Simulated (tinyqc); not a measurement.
Inside a calculation: eight-band Kane k.p model with strain. Values are carried at full precision from step to step, so a last printed digit may differ when a step is redone from the rounded ones.

Constants: hbar^2/2m0 = 3.80998211 eV angstrom^2.

Inputs chosen for the exercise (near those of InSb; the results hold for these values, not for the real material):
```
symbol  value                   unit        meaning
Eg      0.235                   eV          gap at Gamma to the s-like level
Dso     0.812                   eV          spin-orbit splitting
Ep      23.5                    eV          Kane energy
me      0.0136                  m0          electron mass at Gamma
g1      34.78                               Luttinger gamma1
g2      15.5                                gamma2
g3      16.51                               gamma3
a       6.476                   angstrom    lattice constant
a_sub   6.5                     angstrom    lattice constant of the substrate
C11     69                      GPa
C12     37.3                    GPa
C44     31.2                    GPa
face    001                                 growth face
ac      -6.92                   eV          conduction deformation potential
av      0.36                    eV          valence hydrostatic potential
b       -2.02                   eV          tetragonal shear potential
d       -4.69                   eV          trigonal shear potential
k       (-0.007, 0.013, 0.016)  1/angstrom  wave vector
kmax    0.04                    1/angstrom  end of the path
```

## Derived values

P = sqrt(Ep c); A = 1/me - Ep (Eg + 2 Dso/3)/(Eg (Eg + Dso)) keeps the electron mass; g1' = g1 - Ep/(3 Eg), g2' = g2 - Ep/(6 Eg), g3' = g3 - Ep/(6 Eg) remove the coupling to S that the Luttinger values already hold; L = -c (g1' + 4 g2'), M = -c (g1' - 2 g2'), N = -6 c g3'. c = hbar^2/2m0.

P = 9.4623 eV angstrom
A = -0.6189

g1', g2', g3': 1.4467  -1.1667  -0.1567

L, M, N (eV angstrom^2): 12.2681  -14.4017  3.5814

The coupling to the valence bands supplies 74.15, against 1/me = 73.53; A makes up the difference. The diagonal terms in A and L bend towards the gap, so the set should be tested for spurious states at large k.

## Strain of a layer grown coherently on a (001) face

e_par = (a_sub - a)/a in the plane; no stress along the normal: e_perp = -2 (C12/C11) e_par; exx = eyy = e_par, ezz = e_perp, no shear.

e_par = 0.003706
e_perp = -0.004007

strain tensor in the cubic axes:
```
          x         y          z
x  0.003706  0.000000   0.000000
y  0.000000  0.003706   0.000000
z  0.000000  0.000000  -0.004007
```

The layer is under tension in the plane; its volume changes by +0.341 %.

## Strain terms

Strain (Bir-Pikus): H_SS gains ac tr(e); H_XX gains l exx + m (eyy + ezz) and H_XY gains n exy, with l = av + 2 b, m = av - b, n = sqrt(3) d. The sign of av is such that the gap moves by (ac - av) tr(e); the change of P with strain is neglected.

Form the strain terms of the Hamiltonian.

ac tr(e) = -0.02356 eV

strain block of X, Y, Z (the same for both spins) (eV):
```
          X         Y        Z
X  -0.01435         0        0
Y         0  -0.01435        0
Z         0         0  0.03239
```

## The Hamiltonian at one k

Eight-band Kane model, basis S, X, Y, Z times spin, zero of energy at the top of the unstrained valence band, c = hbar^2/2m0. Within each spin: H_SS = Eg + A c k^2, H_SX = i P kx (likewise Y, Z), H_XX = -Dso/3 + L kx^2 + M (ky^2 + kz^2), H_XY = N kx ky, and cyclic. Spin-orbit term (Dso/3) L.sigma on X, Y, Z with (L_k)_ij = -i epsilon_kij: <X+|H|Y+> = -i Dso/3, <X+|H|Z-> = Dso/3, <Y+|H|Z-> = -i Dso/3, <Z+|H|X-> = -Dso/3, <Z+|H|Y-> = i Dso/3, <X-|H|Y-> = i Dso/3, and their conjugates; + and - are the spin along z. Terms from inversion asymmetry are left out, so every level is twofold.

Fill in the matrix, adding ac tr(e) to H_SS and the strain block to X, Y, Z of each spin.

H(k) (eV):
```
          S+               X+               Y+        Z+        S-               X-
S+    0.2103         -0.0662i          0.1230i   0.1514i         0                0
X+   0.0662i          -0.2905  -0.0003-0.2707i   -0.0004         0                0
Y+  -0.1230i  -0.0003+0.2707i          -0.2873    0.0007         0                0
Z+  -0.1514i          -0.0004           0.0007   -0.2383         0          -0.2707
S-         0                0                0         0    0.2103         -0.0662i
X-         0                0                0   -0.2707   0.0662i          -0.2905
Y-         0                0                0  -0.2707i  -0.1230i  -0.0003-0.2707i
Z-         0           0.2707          0.2707i         0  -0.1514i          -0.0004

                 Y-        Z-
S+                0         0
X+                0    0.2707
Y+                0  -0.2707i
Z+          0.2707i         0
S-          0.1230i   0.1514i
X-  -0.0003+0.2707i   -0.0004
Y-          -0.2873    0.0007
Z-           0.0007   -0.2383
```

## Levels and orbital character

Diagonalise H; the levels come in pairs. The weights are summed over spin and averaged over each pair.

levels, each twofold (eV): -0.8278  -0.0884  -0.0049  0.3153

weights:
```
   pair 1  pair 2  pair 3  pair 4
S   0.013   0.214   0.010   0.763
X   0.336   0.246   0.384   0.035
Y   0.342   0.302   0.280   0.076
Z   0.309   0.238   0.326   0.127
```

The conduction pair has 23.7 % valence character at this k; the valence pair with most S character is pair 2 (21.4 %).

## Bands along [110] and [100]

The same diagonalisation at six points |k| = 0, kmax/5, ..., kmax along each direction.

Levels (eV):
```
direction  |k| (1/angstrom)   pair 1   pair 2   pair 3  pair 4
[110]                 0.000  -0.8114  -0.0144   0.0174  0.2114
[110]                 0.008  -0.8136  -0.0274   0.0138  0.2291
[110]                 0.016  -0.8205  -0.0626   0.0094  0.2720
[110]                 0.024  -0.8320  -0.1081   0.0055  0.3268
[110]                 0.032  -0.8484  -0.1564   0.0011  0.3875
[110]                 0.040  -0.8698  -0.2043  -0.0043  0.4512
[100]                 0.000  -0.8114  -0.0144   0.0174  0.2114
[100]                 0.008  -0.8136  -0.0273   0.0136  0.2292
[100]                 0.016  -0.8204  -0.0620   0.0083  0.2724
[100]                 0.024  -0.8318  -0.1068   0.0028  0.3281
[100]                 0.032  -0.8477  -0.1546  -0.0041  0.3902
[100]                 0.040  -0.8681  -0.2026  -0.0126  0.4561
```

At kmax the conduction band lies 4.9 meV and the top valence band 8.3 meV apart between the two directions. k.p holds near Gamma; the zone edge lies near 1 1/angstrom.

## Masses at Gamma

m*/m0 = c h^2/(E(h) - E(0)) with |k| = h = 0.0001 1/angstrom; negative values are hole-like.

Masses (m0):
```
direction  pair 1  pair 2  pair 3  pair 4
[110]      -0.107  -0.019  -0.047   0.013
[100]      -0.107  -0.019  -0.047   0.013
```

Strain has split the top two pairs at Gamma, so each has its own mass tensor; the top pair has -0.047 along [110] and -0.047 along [100].

## Checks

- Electron mass of the unstrained model by finite differences against the input me: both 0.01360.
- Heavy-hole mass along [100] against 1/(g1 - 2 g2): both 0.2646.
- Light-hole mass along [100] against 1/(g1 + 2 g2): both 0.01520.

Program tinyqc; command `OMP_NUM_THREADS=1 python tinyqc.py 1080898 1080899 out.jsonl`; about 0.01 s on one thread of a shared Intel(R) Xeon(R) Processor @ 2.30GHz.
